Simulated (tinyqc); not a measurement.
Debye-Callaway model of lattice thermal conductivity: one step, computed by the program tinyqc.

Three acoustic branches with one velocity v, cut at omega_D = k_B Theta/hbar; x = hbar omega/(k_B T). v and Theta are separate inputs: Theta cuts off the heat-carrying modes, so C need not reach 3 k_B/V. gamma is an effective value that sets the umklapp rate.

Question. Scattering rates at one frequency. Rates: point defects A omega^4; umklapp B omega^2 T exp(-Theta/(b T)) with B = hbar gamma^2/(M v^2 Theta); normal processes f_N B omega^2 T (T/Theta)^2. Boundaries: v/L. The resistive time is tau_R = 1/(boundary + point-defect + umklapp rates), and the free path is v tau_R.

Inputs (values chosen for the exercise, for a model crystal):
```
quantity                              value        unit
sound velocity v                       5150         m/s
Debye temperature Theta                 463           K
mean atomic mass M                     95.7           u
effective Grueneisen parameter gamma   1.88           -
umklapp exponent divisor b                2           -
Casimir length L                       3500  micrometre
normal-process factor f_N               1.1           -
temperature T                           600           K
probe frequency omega/omega_D          0.78           -
```

Sample: crystal. Point defects: isotopes. Normal processes: included.

Rayleigh coefficient A = 1.281714e-45 s^3

Constants: k_B = 1.380649e-23 J/K; hbar = 1.054571817e-34 J s; u = 1.6605390666e-27 kg.

Give: omega; Rates; tau_R; free path.

Answer.

omega = 4.728e+13 rad/s

Rates:
```
process        rate (1/s)  rate x tau_R
boundaries      1.471e+06     8.148e-06
point defects   6.405e+09       0.03547
umklapp         1.742e+11        0.9645
normal          4.732e+11         2.621
```

tau_R = 5.538e-12 s

free path = 28.52 nm

The strongest resistive process at this frequency: umklapp, 96 % of the resistive rate.
